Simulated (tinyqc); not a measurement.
Inside a calculation. Method: empirical pseudopotential in a few plane waves. One step of it, computed by the program tinyqc.

Problem. Levels at k. Diagonalise the Hermitian matrix.

H(k) at k (eV), lower triangle (Hermitian):
```
                     +0+0+0               -1-1-1               -1-1+1               -1+1-1
+0+0+0             2.203793
-1-1-1   2.203135-1.394998i            15.877272
-1-1+1  -2.203135-1.394998i   0.000000+1.238118i            16.383697
-1+1-1  -2.203135-1.394998i   0.000000+1.238118i             0.571439             6.086386
-1+1+1  -2.203135+1.394998i            -0.571439   0.000000+1.238118i   0.000000+1.238118i
+1-1-1  -2.203135-1.394998i   0.000000+1.238118i             0.571439             0.571439
+1-1+1  -2.203135+1.394998i            -0.571439   0.000000+1.238118i             0.000000
+1+1-1  -2.203135+1.394998i            -0.571439             0.000000   0.000000+1.238118i
+1+1+1   2.203135+1.394998i             0.000000            -0.571439            -0.571439
-2+0+0   0.000000-1.238118i  -2.203135+1.394998i  -2.203135-1.394998i  -2.203135-1.394998i
+0-2+0   0.000000-1.238118i  -2.203135+1.394998i  -2.203135-1.394998i   0.538758-0.269379i
+0+0-2   0.000000-1.238118i  -2.203135+1.394998i   0.538758-0.269379i  -2.203135-1.394998i
+0+0+2   0.000000+1.238118i  -0.538758-0.269379i   2.203135+1.394998i  -0.538758+0.269379i
+0+2+0   0.000000+1.238118i  -0.538758-0.269379i  -0.538758+0.269379i   2.203135+1.394998i
+2+0+0   0.000000+1.238118i  -0.538758-0.269379i  -0.538758+0.269379i  -0.538758+0.269379i

                     -1+1+1               +1-1-1               +1-1+1               +1+1-1
-1+1+1             6.592811
+1-1-1             0.000000            23.136032
+1-1+1             0.571439   0.000000+1.238118i            23.642457
+1+1-1             0.571439   0.000000+1.238118i             0.571439            13.345146
+1+1+1   0.000000+1.238118i            -0.571439   0.000000+1.238118i   0.000000+1.238118i
-2+0+0   2.203135-1.394998i   0.538758-0.269379i  -0.538758-0.269379i  -0.538758-0.269379i
+0-2+0  -0.538758-0.269379i  -2.203135-1.394998i   2.203135-1.394998i  -0.538758-0.269379i
+0+0-2  -0.538758-0.269379i  -2.203135-1.394998i  -0.538758-0.269379i   2.203135-1.394998i
+0+0+2  -2.203135+1.394998i  -0.538758+0.269379i  -2.203135+1.394998i   0.538758+0.269379i
+0+2+0  -2.203135+1.394998i  -0.538758+0.269379i   0.538758+0.269379i  -2.203135+1.394998i
+2+0+0   0.538758+0.269379i   2.203135+1.394998i  -2.203135+1.394998i  -2.203135+1.394998i

                     +1+1+1     -2+0+0     +0-2+0     +0+0-2
+1+1+1            13.851571
-2+0+0  -0.538758+0.269379i  11.825871
+0-2+0  -0.538758+0.269379i   0.571439  28.875517
+0+0-2  -0.538758+0.269379i   0.571439   0.571439  18.578206
+0+0+2  -2.203135-1.394998i  -0.571439  -0.571439   0.000000
+0+2+0  -2.203135-1.394998i  -0.571439   0.000000  -0.571439
+2+0+0  -2.203135-1.394998i   0.000000  -0.571439  -0.571439

           +0+0+2    +0+2+0     +2+0+0
+0+0+2  19.591056
+0+2+0   0.571439  9.293745
+2+0+0   0.571439  0.571439  26.343391
```

Give: eigenvalues.

Solution.

eigenvalues (eV): -4.4445  4.5695  5.7571  6.7996  12.5875  13.4284  14.3020  15.2258  16.2808  20.2167  21.1404  22.8182  26.2919  28.1713  32.4822
